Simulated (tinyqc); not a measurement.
Thermal displacements in the Debye model: Debye-Waller factors, bond-length spread and the Lindemann rule. Inputs raised by 2 %, one at a time. Computed by tinyqc, a small Python program. Command: `OMP_NUM_THREADS=1 python tinyqc.py 3031961 3031962 out.jsonl debyewaller sens`. One thread of a shared host (Intel(R) Xeon(R) Processor @ 2.30GHz), about 0.01 s of CPU time with the checks.

A Debye spectrum with three branches of one velocity, cut at k_B Theta; 8 atoms per cube, nearest neighbours at d = 0.433013 a.

Inputs (values chosen for the exercise, modelled on silicon):

| quantity | value | unit |
|---|---|---|
| atomic mass M | 28.09 | u |
| Debye temperature Theta | 541 | K |
| lattice constant a | 5.431 | angstrom |
| temperature T | 450 | K |
| gamma-ray energy E | 14.4 | keV |
| photoelectron wave number k | 11 | 1/angstrom |

Structure: diamond.

reflection (h k l): 2  2  0

Constants: hbar^2/u = 4.18015928e-03 eV angstrom^2; k_B = 8.617333262e-05 eV/K; e = 1.602176634e-19 C; u = 1.6605390666e-27 kg; c = 299792458 m/s; hbar = 6.582119569e-16 eV s.

Method:
- <u_x^2> = (3 hbar^2/(2 M k_B Theta)) int_0^1 s coth(s Theta/(2T)) ds (64 Gauss-Legendre points); it tends to 3 hbar^2/(4 M k_B Theta) at T = 0 and to 3 hbar^2 T/(M k_B Theta^2) at high T.
- B = 8 pi^2 <u_x^2>.
- G = 2 pi sqrt(h^2 + k^2 + l^2)/a; the intensity is multiplied by exp(-2W), 2W = G^2 <u_x^2>; the loss goes into thermal diffuse scattering.
- A nucleus of this mass is supposed to emit a gamma ray of the energy chosen: recoil energy E_R = E^2/(2 M c^2), wave number k_g = E/(hbar c), recoil-free fraction f = exp(-k_g^2 <u_x^2>).
- Correlated Debye model: sigma^2 = (3 hbar^2/(M k_B Theta)) int_0^1 s coth(s Theta/(2T)) [1 - sin(s q_D R)/(s q_D R)] ds for two atoms at distance R, q_D = (6 pi^2 n)^(1/3), n atoms per volume; uncorrelated motion would give 2 <u_x^2>.
- An EXAFS amplitude is damped by exp(-2 k^2 sigma^2).

Runs:

| input moved | from | to | B factor (angstrom^2) | 2W | recoil-free fraction f | sigma^2 of the nearest bond (angstrom^2) |
|---|---|---|---|---|---|---|
| base run | - | - | 0.65382 | 0.088666 | 0.64341 | 0.0077092 |
| atomic mass M (u) | 28.09 | 28.6518 | 0.64100 | 0.086927 | 0.64899 | 0.0075580 |
| Debye temperature Theta (K) | 541 | 551.82 | 0.62938 | 0.085352 | 0.65410 | 0.0074282 |
| lattice constant a (angstrom) | 5.431 | 5.53962 | 0.65382 | 0.085223 | 0.64341 | 0.0077092 |
| temperature T (K) | 450 | 459 | 0.66592 | 0.090307 | 0.63817 | 0.0078447 |
| gamma-ray energy E (keV) | 14.4 | 14.688 | 0.65382 | 0.088666 | 0.63204 | 0.0077092 |
| photoelectron wave number k (1/angstrom) | 11 | 11.22 | 0.65382 | 0.088666 | 0.64341 | 0.0077092 |

Exponents ln(y'/y) / ln(x'/x):

| input | B factor | 2W | recoil-free fraction f | sigma^2 of the nearest bond |
|---|---|---|---|---|
| atomic mass M | -1.000 | -1.000 | 0.437 | -1.000 |
| Debye temperature Theta | -1.924 | -1.924 | 0.832 | -1.875 |
| lattice constant a | 0.000 | -2.000 | 0.000 | 0.000 |
| temperature T | 0.926 | 0.926 | -0.412 | 0.880 |
| gamma-ray energy E | 0.000 | 0.000 | -0.900 | 0.000 |
| photoelectron wave number k | 0.000 | 0.000 | 0.000 | 0.000 |

Which inputs matter most for each result?

Among the inputs moved here: B factor answers most in size to Debye temperature Theta (exponent -1.924), next to atomic mass M (-1.000); its exponent is below 0.0005 for lattice constant a, gamma-ray energy E, photoelectron wave number k. Its exponent -1.000 in atomic mass M: at fixed Theta the displacement goes as 1/M. 2W answers most in size to lattice constant a (exponent -2.000), next to Debye temperature Theta (-1.924); its exponent is below 0.0005 for gamma-ray energy E, photoelectron wave number k. Its exponent -2.000 in lattice constant a: G^2 goes as 1/a^2. Recoil-free fraction f answers most in size to gamma-ray energy E (exponent -0.900), next to Debye temperature Theta (+0.832); its exponent is below 0.0005 for lattice constant a, photoelectron wave number k. sigma^2 of the nearest bond answers most in size to Debye temperature Theta (exponent -1.875), next to atomic mass M (-1.000); its exponent is below 0.0005 for lattice constant a, gamma-ray energy E, photoelectron wave number k.

Caution (all rows): in covalent crystals the stiff bond makes the true nearest-neighbour sigma^2 smaller than this model gives.
